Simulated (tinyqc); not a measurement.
# MOS structure on a p-type body with a doping step (retrograde), non-linear Poisson equation by Newton steps: effects of single changes

One dimension, insulator interface at x = 0, acceptor density N1 for x < x1 and Na beyond, net doping C = -(acceptor density). psi is counted from the intrinsic level: n = ni exp((psi - Vb)/Vt), p = ni exp(-psi/Vt); deep in the body psi_b = -Vt ln(Na/ni). The gate acts through Cox = eps0 eox/tox and has the potential psi_G = Vg - (phiM - chi - Vt ln(Nc/ni)). Boltzmann statistics, full ionisation, classical densities, no oxide or interface charge.

Parameters, values chosen for the exercise; band and dielectric values close to those of silicon: temperature T = 250 K; band gap Eg = 1.13 eV; relative permittivity eps_r = 11.9; conduction-band density of states at T Nc = 2.15e19 cm^-3; valence-band density of states at T Nv = 1.99e19 cm^-3; electron affinity chi = 4 eV; acceptor density deep in the body Na = 2.9e17 cm^-3; relative permittivity of the gate insulator (close to silicon dioxide) eox = 3.9; insulator thickness tox = 4.5 nm; gate work function phiM = 4.12 eV; electron quasi-Fermi potential against the body Vb = 0 V; depth of the doping step x1 = 41 nm; acceptor density above the step N1 = 2.9e16 cm^-3.

Constants: q = 1.602176634e-19 C, kB = 1.380649e-23 J/K, Vt = kB T/q, eps0 = 8.8541878128e-14 F/cm where lengths are in cm. Results are converted to the units shown.

Each table varies one quantity; the others keep the values above.

## Charge and capacitance against gate voltage

ni = sqrt(Nc Nv) exp(-Eg/(2 Vt)), Eg in volts. The Poisson equation d/dx(eps0 eps_r dpsi/dx) = -q (p - n + C), with eps0 eps_r dpsi/dx = -Cox (psi_G - psi_0) at x = 0, is solved on a mesh of about 600 nodes or more. N_inv is the integral of n less its value deep in the body. C_LF = Cox (1 - dpsi_0/dVg) with all carriers following; C_HF is the same with the electron quasi-Fermi level shifting uniformly so that N_inv stays fixed. The centroid is that of the same excess.

Charge and capacitance against gate voltage:
```
Vg (V)  psi_0 - psi_b (V)  N_inv (cm^-2)  C_LF/Cox  C_HF/Cox  centroid (nm)
-0.02               0.710         7.96e5     0.168     0.168           1.58
0.2                 0.894         3.38e9     0.178     0.157           1.33
0.43                 1.01        4.76e11     0.801     0.152           1.11
0.66                 1.04        1.42e12     0.909     0.152          0.944
0.88                 1.05        2.39e12     0.939     0.152          0.830
1.11                 1.06        3.43e12     0.954     0.152          0.740
1.34                 1.07        4.49e12     0.963     0.152          0.671
```

What does the table show?

N_inv goes from 7.96e5 to 4.49e12 cm^-2 and passes 2e11 cm^-2 at Vg = 0.348 V. Below threshold it takes 60.6 mV a decade between Vg = -0.02 and 0.2 V, against Vt ln 10 = 49.6 mV. C_LF/Cox is lowest, 0.168, at Vg = -0.02 V among the rows listed and ends at 0.963, while C_HF/Cox ends at 0.152. Between the last two rows q dN_inv/dVg is 0.957 Cox. Where the classical centroid is under about 2 nm, confinement would move the charge away from the interface and raise the threshold. Above about 2e12 cm^-2 degeneracy matters too.

## Effect of the depth of the doping step on threshold, swing and body effect

VT is the Vg at which N_inv = 2e11 cm^-2. m = 1/(dpsi_0/dVg) at N_inv = 1e8 cm^-2; the swing is the Vg between N_inv = 1e8 and 1e9 cm^-2; body coefficient [VT(Vb + 0.05 V) - VT(Vb)]/0.05 V - 1.

Results:
```
x1 (nm)  VT (V)  psi_0 - psi_b at VT (V)  m - 1  swing (mV/decade)  body coefficient
10        0.466                    0.993  0.226               61.7             0.217
15        0.443                    0.991  0.222               61.6             0.215
22        0.412                    0.989  0.216               61.4             0.212
32        0.376                    0.987  0.205               60.9             0.204
70        0.287                    0.980  0.155               58.6             0.164
100       0.253                    0.976  0.124               57.0             0.136
```

Estimate the missing row, x1 = 48 nm.

Computed row:
```
x1 (nm)  VT (V)  psi_0 - psi_b at VT (V)  m - 1  swing (mV/decade)  body coefficient
48        0.330                    0.984  0.183               59.9             0.188
```

With this row back in the table: As x1 goes from 10 to 100, VT falls from 0.466 to 0.253 V, the swing falls from 61.7 to 57.0 mV/decade and the body coefficient falls from 0.217 to 0.136. The swing stays within 2.2 % of m Vt ln 10, and the body coefficient within 0.012 of m - 1.

Numbers from tinyqc (`OMP_NUM_THREADS=1 python tinyqc.py 2080062 2080063 out.jsonl`; about 0.3 s on one thread of a shared Intel Xeon 2.30GHz).
